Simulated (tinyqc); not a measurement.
# Gate work function from the charge

Inverse problem. For an undoped double gate, Q = 8 eps0 eps_r Vt beta tan(beta)/ts with 0 < beta < pi/2, and at the source (Vg - dphi)/(2 Vt) - ln[(2/ts) sqrt(2 eps0 eps_r Vt/(q ni))] = ln(beta) - ln(cos beta) + 2 r beta tan(beta), r = eps_r tox/(eox ts). Find beta and dphi.

Inputs (values chosen for the exercise); material values close to those of silicon:
```
symbol  value  unit                                      meaning
T         300     K                                  temperature
eps_r    11.5         relative permittivity of the semiconductor
eox      21.8        relative permittivity of the gate insulator
tox        12    nm                          insulator thickness
ts          5    nm                               body thickness
Vg       0.53     V                                 gate voltage
```

Constants: q = 1.602176634e-19 C, kB = 1.380649e-23 J/K, Vt = kB T/q, eps0 = 8.8541878128e-14 F/cm where lengths are in cm. Results are converted to the units shown.

Qs = 44.407509 nC/cm^2
ni = 1.2879950e10 cm^-3

Answer. beta tan(beta) rises from 0 without bound on the interval, so the charge fixes beta; the second relation is then explicit in dphi.

beta = 0.319
dphi = 0.0600 V

Program tinyqc, `OMP_NUM_THREADS=1 python tinyqc.py 2440131 2440132 out.jsonl`; Intel Xeon 2.30GHz, shared host, one thread, about 0.02 s.
